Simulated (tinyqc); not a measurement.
# Changing the heavy mass M

Model: three-phonon processes in a diatomic chain: dispersion, energy and momentum conservation, and decay channels of optical phonons. Computed by tinyqc, a small Python program. Command: `OMP_NUM_THREADS=1 python tinyqc.py 3120034 3120035 out.jsonl threeph sweep`. One thread of a shared host (Intel(R) Xeon(R) Processor @ 2.30GHz), about 0.01 s of CPU time with the checks.

Cell length a, two atoms, one spring constant. x = q a/pi runs from -1 to 1; A and O are the acoustic and optical branches. Matrix elements are not computed: only conservation laws and occupation factors are followed.

Inputs (values chosen for the exercise, for a model chain): light mass m = 14 u; spring constant k = 7.9 eV/angstrom^2.

Constants: nu for 1 eV/(angstrom^2 u) = 15.6333042 THz.

Method. omega^2 = k (1/m + 1/M) -/+ k sqrt((1/m + 1/M)^2 - 4 sin^2(pi x/2)/(m M)); nu = 15.6333042 THz x sqrt(omega^2) for eV/(angstrom^2 u). Acoustic top sqrt(2 k/M), optical bottom sqrt(2 k/m), optical top sqrt(2 k (1/m + 1/M)).

One run for each value; columns: (1) heavy mass M (u); (2) optical top over twice the acoustic top; (3) optical bottom over twice the acoustic top; (4) optical width over acoustic top; (5) acoustic top (THz):
```
(1)      (2)     (3)      (4)     (5)
14.7  0.7159  0.5123  0.40709  16.208
18.2  0.7583  0.5701  0.37640  14.566
22.4  0.8062  0.6325  0.34754  13.130
28.0  0.8660  0.7071  0.31784  11.744
35.0  0.9354  0.7906  0.28969  10.504
40.6  0.9874  0.8515  0.27190   9.753
49.0  1.0607  0.9354  0.25049   8.877
63.0  1.1726  1.0607  0.22389   7.829
84.0  1.3229  1.2247  0.19626   6.780
```

Describe the trends.

Over the rows, optical top over twice the acoustic top rises from 0.716 to 1.32 (exponent d ln y / d ln x 0.27 between the first rows and 0.42 between the last); optical bottom over twice the acoustic top rises from 0.512 to 1.22 (exponent d ln y / d ln x about 0.50 throughout); optical width over acoustic top falls from 0.407 to 0.196 (exponent d ln y / d ln x -0.37 between the first rows and -0.46 between the last).
